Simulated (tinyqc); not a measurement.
BCS gap equation with a constant attraction inside the Debye window: one step, computed by the program tinyqc. Command: `OMP_NUM_THREADS=1 python tinyqc.py 3003357 3003358 out.jsonl bcs walk`. One thread of a shared host (Intel(R) Xeon(R) Processor @ 2.30GHz), about 0.01 s of CPU time with the checks.

Pairs attract with strength V for |xi| < k_B Theta; N(0) is the density of states for one spin. Energies are given as temperatures (E/k_B, in K) unless marked.

Question. A tunnel junction of this metal. Ambegaokar-Baratoff: I_c R_n = (pi Delta/(2e)) tanh(Delta/2T); Josephson energy E_J = hbar I_c/(2e), given as E_J/h; inductance hbar/(2 e I_c); thermal quasiparticle fraction x = n_qp/(2 N(0) Delta) = sqrt(2 pi T/Delta) exp(-Delta/T), valid for T well below Delta.

Inputs (values chosen for the exercise, modelled on tantalum): Debye temperature Theta = 257 K; temperature T = 1.36 K; junction resistance R_n = 0.68 kilo-ohm.

Solver: secant.

Delta(T) = 7.668295 K

Constants: k_B = 8.617333262e-05 eV/K; hbar = 1.054571817e-34 J s; e = 1.602176634e-19 C; h = 6.62607015e-34 J s.

Give: I_c R_n; critical current I_c; E_J/h; Josephson inductance; quasiparticle fraction x.

Answer.

I_c R_n = 1030.6 microvolt

critical current I_c = 1515.6 nA

E_J/h = 752.79 GHz

Josephson inductance = 0.21714 nH

quasiparticle fraction x = 0.0037563
